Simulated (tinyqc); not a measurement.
Finite square well with mass mismatch (envelope functions): one step. How many levels are bound. Two cases, with inputs chosen for the exercise.

Problem. At E = V0 the arctangent equals pi/2, so level n is bound if k0 L > (n - 1) pi with k0 = sqrt(mw V0/c). Compare with the infinitely deep well, E1(hard) = c (pi/L)^2/mw.

A square well of width L and depth V0, mass mw inside and mb outside, energies from the bottom of the well, c = hbar^2/2m0. k = sqrt(mw E/c), kappa = sqrt(mb (V0 - E)/c). psi and psi'/m are continuous at the walls (BenDaniel-Duke), so level n solves k L + 2 atan[(k/mw)/(kappa/mb)] = n pi.

Constants: hbar^2/2m0 = 3.80998211 eV angstrom^2.

Case 1.

Values chosen (near those of a GaAs well in AlGaAs; not measured data): L = 169 angstrom (well width); V0 = 0.121 eV (barrier height); mw = 0.0666 m0 (mass in the well); mb = 0.0795 m0 (mass in the barrier).

Case 2.

Values chosen (near those of the heavy valleys of a Si film in SiO2; not measured data): L = 11 angstrom (well width); V0 = 3.211 eV (barrier height); mw = 0.917 m0 (mass in the well); mb = 0.494 m0 (mass in the barrier).

Give: k0; k0 L/pi; number of bound levels; E1(hard).

Solution.

Case 1.

k0 = 0.04599 1/angstrom
k0 L/pi = 2.4740
number of bound levels = 3
E1(hard) = 0.0198 eV

The count does not depend on mb. One more level binds at L = 204.9 angstrom.

Case 2.

k0 = 0.87911 1/angstrom
k0 L/pi = 3.0781
number of bound levels = 4
E1(hard) = 0.3389 eV

The count does not depend on mb. One more level binds at L = 14.3 angstrom.

Computed by tinyqc, one run a case: `OMP_NUM_THREADS=1 python tinyqc.py N N+1 out.jsonl` with N = 1251649, 1251657; one thread of a shared Intel(R) Xeon(R) Processor @ 2.30GHz, about 0.01 s a run at most.
